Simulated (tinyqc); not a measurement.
From results back to parameters: hole subbands of a hard-walled well, four-band Luttinger model. Four cases, with inputs chosen for the exercise.

Problem. At k = 0 in a hard-walled well HHn = c (g1 - 2 g2)(n pi/L)^2 - Z0 and LHn = c (g1 + 2 g2)(n pi/L)^2 + Z0, c = hbar^2/2m0. Two spacings were computed from hidden g1 and g2.

Constants: hbar^2/2m0 = 3.80998211 eV angstrom^2.
Find: u = c (pi/L)^2; g2; g1.
Method. HH2 - HH1 = 3u (g1 - 2 g2) and LH1 - HH1 = 4 u g2 + 2 Z0.

Case 1.

Values chosen (out of a larger set: near those of Si; not measured data): L = 170 angstrom (well width along [001]); Z0 = -0.019 eV (shear strain energy).

HH2 - HH1 = 14.130 meV
LH1 - HH1 = -36.230 meV

Solution.

u = c (pi/L)^2 = 1.301 meV
g2 = 0.34
g1 = 4.30

Case 2.

Values chosen (out of a larger set: near those of GaAs; not measured data): L = 100 angstrom (well width along [001]); Z0 = 0 eV (shear strain energy).

HH2 - HH1 = 32.263 meV
LH1 - HH1 = 31.135 meV

Solution.

u = c (pi/L)^2 = 3.760 meV
g2 = 2.07
g1 = 7.00

Case 3.

Values chosen (out of a larger set: near those of GaSb; not measured data): L = 135 angstrom (well width along [001]); Z0 = 0 eV (shear strain energy).

HH2 - HH1 = 25.069 meV
LH1 - HH1 = 39.202 meV

Solution.

u = c (pi/L)^2 = 2.063 meV
g2 = 4.75
g1 = 13.55

Case 4.

Values chosen (out of a larger set: near those of GaAs; not measured data): L = 120 angstrom (well width along [001]); Z0 = 0.0305 eV (shear strain energy).

HH2 - HH1 = 22.405 meV
LH1 - HH1 = 82.413 meV

Solution.

u = c (pi/L)^2 = 2.611 meV
g2 = 2.05
g1 = 6.96

Computed by tinyqc, one run a case: `OMP_NUM_THREADS=1 python tinyqc.py N N+1 out.jsonl` with N = 1250136, 1250295, 1250345, 1250364; one thread of a shared Intel(R) Xeon(R) Processor @ 2.30GHz, about 2 s a run at most.
